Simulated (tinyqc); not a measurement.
From one set of inputs to another, one input at a time: phonon transmission through an interface between two chains by Green functions. Computed by tinyqc, a small Python program. Command: `OMP_NUM_THREADS=1 python tinyqc.py 3011014 3011015 out.jsonl agf ladder`. One thread of a shared host (Intel(R) Xeon(R) Processor @ 2.30GHz), about 0.03 s of CPU time with the checks.

Two semi-infinite chains (masses m_1, m_2; springs k_1, k_2), motion along the chain. The central region holds the end atom of each chain and one interlayer atom of mass m_b, joined by springs k_b. lambda = omega^2 in eV/(angstrom^2 u); nu = 15.6333042 THz x sqrt(lambda).

The inputs printed are set A. Inputs not listed in the table keep their values of set A, so the rows need not describe a real material.

Inputs (values chosen for the exercise, for two model chains):

| quantity | value | unit |
|---|---|---|
| mass m_1 | 53.6 | u |
| spring k_1 | 9.95 | eV/angstrom^2 |
| mass m_2 | 284 | u |
| spring k_2 | 6.35 | eV/angstrom^2 |
| junction spring k_b | 1.57 | eV/angstrom^2 |
| interlayer mass m_b | 301 | u |
| probe frequency / lower band top | 0.89 | - |
| temperature T | 100 | K |

Atoms in the interlayer: one.

Constants: nu for 1 eV/(angstrom^2 u) = 15.6333042 THz; h x 1 THz = 4.135667696 meV; k_B = 8.617333262e-05 eV/K; k_B = 1.380649e-23 J/K; h = 6.62607015e-34 J s.

Method:
- nu_max = 15.6333042 THz x 2 sqrt(k/m); impedance Z = sqrt(k m); long-wave transmission 4 Z_1 Z_2/(Z_1 + Z_2)^2; the probe frequency is the given share of the lower band top.
- In chain i, sin(q_i a/2) = nu/nu_max,i. An outgoing wave makes the next atom move as exp(i q_i a) times the end atom, so the lead adds the self-energy Sigma_i = -k_i exp(i q_i a) to the force-constant matrix; Gamma_i = -2 Im Sigma_i = 2 k_i sin(q_i a).
- A = lambda M - K - Sigma over the central atoms, with K_ii the sum of the springs at i, K_(i,i+1) = -k_b; G = inverse of A; transmission = Gamma_1 Gamma_2 |G_(first,last)|^2.
- Landauer conductance G = k_B int tau(nu) x^2 e^x/(e^x - 1)^2 d nu, x = h nu/(k_B T), from 0 to the lower band top (240 Gauss-Legendre points in s from 0 to 1, nu = nu_top sin(pi s/2)); tau is the transmission, and its thermal mean is G over the value for tau = 1 in the same window; the quantum is g_0 = pi^2 k_B^2 T/(3 h).

Each row keeps all changes above it:

| input moved | from | to | conductance G (pW/K) | thermal mean of the transmission | long-wave transmission |
|---|---|---|---|---|---|
| set A | - | - | 22.778 | 0.40162 | 0.91268 |
| spring k_2 (eV/angstrom^2) | 6.35 | 3.31 | 25.353 | 0.58343 | 0.98019 |
| mass m_1 (u) | 53.6 | 66.5 | 25.244 | 0.58093 | 0.99233 |
| temperature T (K) | 100 | 300 | 25.856 | 0.55931 | 0.99233 |
| junction spring k_b (eV/angstrom^2) | 1.57 | 5.15 | 39.477 | 0.85394 | 0.99233 |
| interlayer mass m_b (u) | 301 | 27 | 38.936 | 0.84224 | 0.99233 |
| mass m_2 (u) | 284 | 65.4 | 77.206 | 0.82287 | 0.92586 |
| spring k_1 (eV/angstrom^2) | 9.95 | 3.47 | 89.725 | 0.95630 | 0.99974 |

Where does the difference come from?

Conductance G goes from 22.8 to 89.7, a factor 3.94 in all. The largest single move comes from mass m_2 (a factor 1.98). Thermal mean of the transmission goes from 0.402 to 0.956, a factor 2.38 in all. The largest single move comes from junction spring k_b (a factor 1.53). Long-wave transmission goes from 0.913 to 1.000, a factor 1.10 in all. The largest single move comes from spring k_1 (a factor 1.08), and mass m_2 works against it (a factor 0.933). The single moves hold for this order of the switches; the total does not depend on the order.

Extremes, crossings and ranges named in words are read from the listed rows.
